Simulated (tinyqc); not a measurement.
Free and trapped electrons in a MOS channel with a dense trap tail: one step of the calculation.

p-type body, charge-sheet picture, full ionisation (an idealisation for deep acceptors), Boltzmann statistics for free electrons. e = Ec - EF at the surface. Acceptor-like traps of density D(E) = D0 + De exp(-E/Ew) at depth E below Ec, from 0 to Eu, hold n_t = integral of D(E)/(1 + exp((e - E)/Vt)). psi = Eg - Vt ln(Nv/Na) - e; N_dep = sqrt(2 eps0 eps_r Na (psi - Vt)/q); n_f = sqrt(N_dep^2 + 2 eps0 eps_r Vt Nc exp(-e/Vt)/q) - N_dep; Vg = Vfb + psi + q (N_dep + n_t + n_f)/Cox, Cox = eps0 eox/tox.

Question. Trapped charge. Trapezoid rule on 12 equal steps from 0 to Eu, f = 1/(1 + exp((e - E)/Vt)).

Inputs (values chosen for the exercise); band and dielectric values close to those of 4H silicon carbide: temperature T = 300 K; constant background density of acceptor-like traps D0 = 1e10 cm^-2 eV^-1; density of the tail at the conduction edge De = 3.4e12 cm^-2 eV^-1; decay energy of the tail Ew = 0.11 eV; depth below Ec down to which the traps reach Eu = 0.89 eV; Ec - EF at the surface e = 0.062 eV.

Constants: q = 1.602176634e-19 C, kB = 1.380649e-23 J/K, Vt = kB T/q. Results are converted to the units shown.

Wanted: E; D(E) f; n_t.

Answer.

```
point    E (eV)  D(E) f (cm^-2 eV^-1)
0             0             2.8407e11
1      0.074167             1.0725e12
2       0.14833             8.6219e11
3       0.22250             4.5888e11
4       0.29667             2.3916e11
5       0.37083             1.2678e11
6       0.44500             6.9506e10
7       0.51917             4.0321e10
8       0.59333             2.5450e10
9       0.66750             1.7872e10
10      0.74167             1.4011e10
11      0.81583             1.2044e10
12      0.89000             1.1041e10
```

n_t = 2.2890e11 cm^-2

Program tinyqc, `OMP_NUM_THREADS=1 python tinyqc.py 2222204 2222205 out.jsonl`; Intel Xeon 2.30GHz, shared host, one thread, about 0.02 s.
